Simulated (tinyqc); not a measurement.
Worked calculation: CCSD on RHF in the sto-3g basis, frozen core, for B+, spin multiplicity 1. Computed by tinyqc, a small Python program that keeps every step (integrals from PySCF). Settings: charge = 1, multiplicity = 1, basis = sto-3g, method = RHF, frozen orbitals = 1, energy threshold = 1e-10, iteration cap = 55, orthogonalisation = symmetric, start = core, DIIS depth = 6, amplitude equations = CCSD, DIIS depth for amplitudes = 0, cap on updates = 90. Command: `OMP_NUM_THREADS=1 python tinyqc.py 28229 28230 out.jsonl` (the two numbers bound the seeds that draw the settings). One thread of a shared host (Intel(R) Xeon(R) Processor @ 2.60GHz), about 0.2 s of CPU time with the checks. The early iterations of the SCF are left out here.

## One-electron integrals

Geometry (angstrom):
```
atom         x         y         z
B     0.000000  0.000000  0.000000
```

Basis sto-3g: exponents (1/bohr^2) and contraction coefficients of normalised primitives:
```
element  l (shell)   exponent  coefficient
B            s (1)  48.791113     0.154329
B            s (1)   8.887362     0.535328
B            s (1)   2.405267     0.444635
B            s (2)   2.236956    -0.099967
B            s (2)   0.519821     0.399513
B            s (2)   0.169062     0.700115
B            p (3)   2.236956     0.155916
B            p (3)   0.519821     0.607684
B            p (3)   0.169062     0.391957
```

Overlap, kinetic and nuclear-attraction integrals over the contracted functions; the nuclear repulsion is the sum of Za Zb / Rab.

nuclear repulsion = 0 hartree

overlap S, lower triangle:
```
           1B 1s     1B 2s    1B 2px    1B 2py    1B 2pz
1B 1s   1.000000
1B 2s   0.269328  1.000000
1B 2px  0.000000  0.000000  1.000000
1B 2py  0.000000  0.000000  0.000000  1.000000
1B 2pz  0.000000  0.000000  0.000000  0.000000  1.000000
```

kinetic energy T (hartree), lower triangle:
```
            1B 1s     1B 2s    1B 2px    1B 2py    1B 2pz
1B 1s   10.826302
1B 2s   -0.047967  0.359168
1B 2px   0.000000  0.000000  1.123881
1B 2py   0.000000  0.000000  0.000000  1.123881
1B 2pz   0.000000  0.000000  0.000000  0.000000  1.123881
```

nuclear attraction V (hartree), lower triangle:
```
             1B 1s      1B 2s     1B 2px     1B 2py     1B 2pz
1B 1s   -23.147388
1B 2s    -3.139362  -3.771633
1B 2px    0.000000   0.000000  -3.741440
1B 2py    0.000000   0.000000   0.000000  -3.741440
1B 2pz    0.000000   0.000000   0.000000   0.000000  -3.741440
```

core Hamiltonian H = T + V (hartree), lower triangle:
```
             1B 1s      1B 2s     1B 2px     1B 2py     1B 2pz
1B 1s   -12.321086
1B 2s    -3.187330  -3.412465
1B 2px    0.000000   0.000000  -2.617559
1B 2py    0.000000   0.000000   0.000000  -2.617559
1B 2pz    0.000000   0.000000   0.000000   0.000000  -2.617559
```

## Two-electron integrals

Functions are numbered as in S; the eight-fold symmetry (ij|kl) = (ji|kl) = (kl|ij) leaves the list below.

Two-electron integrals (ij|kl) in chemists' order, unique and non-zero (hartree):
```
(11|11) 2.923513   (21|11) 0.518376   (21|21) 0.109262   (22|11) 0.744229
(22|21) 0.193177   (22|22) 0.544804   (31|31) 0.020264   (32|31) 0.029996
(32|32) 0.120346   (33|11) 0.742491   (33|21) 0.193240   (33|22) 0.544682
(33|33) 0.586773   (41|41) 0.020264   (42|41) 0.029996   (42|42) 0.120346
(43|43) 0.031630   (44|11) 0.742491   (44|21) 0.193240   (44|22) 0.544682
(44|33) 0.523513   (44|44) 0.586773   (51|51) 0.020264   (52|51) 0.029996
(52|52) 0.120346   (53|53) 0.031630   (54|54) 0.031630   (55|11) 0.742491
(55|21) 0.193240   (55|22) 0.544682   (55|33) 0.523513   (55|44) 0.523513
(55|55) 0.586773
```

## Orthogonalisation

S = U s U^T; symmetric (Loewdin) form X = U s^(-1/2) U^T, so that X^T S X = 1.

eigenvalues of S: 0.730672  1.000000  1.000000  1.000000  1.269328

X, lower triangle:
```
            1B 1s     1B 2s    1B 2px    1B 2py    1B 2pz
1B 1s    1.028732
1B 2s   -0.141141  1.028732
1B 2px   0.000000  0.000000  1.000000
1B 2py   0.000000  0.000000  0.000000  1.000000
1B 2pz   0.000000  0.000000  0.000000  0.000000  1.000000
```

## Iteration 2 (converged): orbitals

converged F (hartree), lower triangle:
```
            1B 1s      1B 2s     1B 2px     1B 2py     1B 2pz
1B 1s   -7.982923
1B 2s   -2.299193  -1.450181
1B 2px   0.000000   0.000000  -0.200518
1B 2py   0.000000   0.000000   0.000000  -0.200518
1B 2pz   0.000000   0.000000   0.000000   0.000000  -0.200518
```

Diagonalise F' = X^T F X, C = X C', fill 2 alpha and 2 beta electrons from the bottom; D = 2 C_occ C_occ^T. Each column has its largest component positive (the first on a tie).

F' = X^T F X (hartree), lower triangle:
```
           1          2          3          4          5
1  -7.809469
2  -1.109365  -1.026070
3   0.000000   0.000000  -0.200518
4   0.000000   0.000000   0.000000  -0.200518
5   0.000000   0.000000   0.000000   0.000000  -0.200518
```

orbital energies (hartree): MO1 -7.986287, MO2 -0.849252, MO3 -0.200518, MO4 -0.200518, MO5 -0.200518

coefficients C:
```
             MO1        MO2       MO3       MO4       MO5
1B 1s   0.993693  -0.301304  0.000000  0.000000  0.000000
1B 2s   0.022541   1.038125  0.000000  0.000000  0.000000
1B 2px  0.000000   0.000000  1.000000  0.000000  0.000000
1B 2py  0.000000   0.000000  0.000000  1.000000  0.000000
1B 2pz  0.000000   0.000000  0.000000  0.000000  1.000000
```

D after iteration 2, lower triangle:
```
            1B 1s     1B 2s    1B 2px    1B 2py    1B 2pz
1B 1s    2.156421
1B 2s   -0.580784  2.156421
1B 2px   0.000000  0.000000  0.000000
1B 2py   0.000000  0.000000  0.000000  0.000000
1B 2pz   0.000000  0.000000  0.000000  0.000000  0.000000
```

Within a degenerate level the vectors are fixed only up to a rotation; this is one choice.

## Convergence

Stop when the energy changes by less than 1e-10 hartree and every element of the error matrix X^T (F D S - S D F) X is below 3e-06.

Course of the cycle:
```
iteration   E (hartree)    change  largest element of the error matrix
1          -23.94847037         -                             1.87e-15
2          -23.94847037  1.42e-14                             0.000000
```

PySCF RHF in the same basis = -23.94847037 hartree

Converged in 2 iterations.

## Integrals over molecular orbitals

(pq|rs) = sum C_ip C_jq C_kr C_ls (ij|kl), one index at a time.

one-electron integrals over orbitals h = C^T H C (hartree), lower triangle:
```
            1          2          3          4          5
1  -12.310688
2    0.342793  -2.802244
3    0.000000   0.000000  -2.617559
4    0.000000   0.000000   0.000000  -2.617559
5    0.000000   0.000000   0.000000   0.000000  -2.617559
```

Two-electron integrals over orbitals (pq|rs), unique and non-zero (hartree); the lowest 1 orbital is frozen and left out:
```
(22|22) 0.525885   (32|32) 0.112771   (33|22) 0.533524   (33|33) 0.586773
(42|42) 0.112771   (43|43) 0.031630   (44|22) 0.533524   (44|33) 0.523513
(44|44) 0.586773   (52|52) 0.112771   (53|53) 0.031630   (54|54) 0.031630
(55|22) 0.533524   (55|33) 0.523513   (55|44) 0.523513   (55|55) 0.586773
```

## CCSD: starting amplitudes

t_ij^ab = <ij||ab> / (e_i + e_j - e_a - e_b), whose energy is MP2.

Starting amplitudes (spin orbitals 1a, 1b, ...; amplitudes related by a flip of all spins are not repeated):
```
from      to          t
2a 2b  3a 3b  -0.086917
2a 2b  4a 4b  -0.086917
2a 2b  5a 5b  -0.086917
```

correlation energy = -0.02940512 hartree

## CCSD: amplitude update 1

t_i^a D_i^a and t_ij^ab D_ij^ab are set to the remaining terms of the spin-orbital equations, evaluated with the old amplitudes; for the doubles these are <ij||ab> + 1/2 <ab||ef> t_ij^ef + 1/2 <mn||ij> t_mn^ab + P(ij)P(ab) <mb||ej> t_im^ae + terms in t^2 + terms with t1, D the orbital-energy denominators.

Amplitudes after update 1 (spin orbitals 1a, 1b, ...; amplitudes related by a flip of all spins are not repeated):
```
from      to          t
2a 2b  3a 3b  -0.134026
2a 2b  4a 4b  -0.134026
2a 2b  5a 5b  -0.134026
```

correlation energy = -0.04534277 hartree

## CCSD: amplitude update 2

As before.

Amplitudes after update 2 (spin orbitals 1a, 1b, ...; amplitudes related by a flip of all spins are not repeated):
```
from      to          t
2a 2b  3a 3b  -0.157912
2a 2b  4a 4b  -0.157912
2a 2b  5a 5b  -0.157912
```

correlation energy = -0.05342404 hartree

## CCSD: convergence

E_corr = 1/4 sum <ij||ab> t_ij^ab + 1/2 sum <ij||ab> t_i^a t_j^b; stop when the norm of the change is below 1e-8.

Course of the amplitude iterations:
```
update  correlation energy (hartree)  norm of the change
0                        -0.02940512                   -
1                        -0.04534277            1.63e-01
2                        -0.05342404            8.27e-02
3                        -0.05737210            4.04e-02
4                        -0.05926429            1.94e-02
5                        -0.06016264            9.20e-03
6                        -0.06058723            4.35e-03
7                        -0.06078746            2.05e-03
8                        -0.06088179            9.66e-04
9                        -0.06092621            4.55e-04
10                       -0.06094713            2.14e-04
11                       -0.06095697            1.01e-04
12                       -0.06096160            4.74e-05
13                       -0.06096378            2.23e-05
14                       -0.06096481            1.05e-05
15                       -0.06096529            4.95e-06
16                       -0.06096552            2.33e-06
17                       -0.06096563            1.10e-06
18                       -0.06096568            5.16e-07
19                       -0.06096570            2.43e-07
20                       -0.06096571            1.14e-07
21                       -0.06096572            5.38e-08
22                       -0.06096572            2.53e-08
23                       -0.06096572            1.19e-08
24                       -0.06096572            5.61e-09
```

Converged amplitudes (spin orbitals 1a, 1b, ...; amplitudes related by a flip of all spins are not repeated):
```
from      to          t
2a 2b  3a 3b  -0.180204
2a 2b  4a 4b  -0.180204
2a 2b  5a 5b  -0.180204
```

CCSD total energy = -24.00943609 hartree

T1 diagnostic, norm of the one-spin t1 over sqrt(correlated electrons) = 0.000000

Converged in 24 updates.
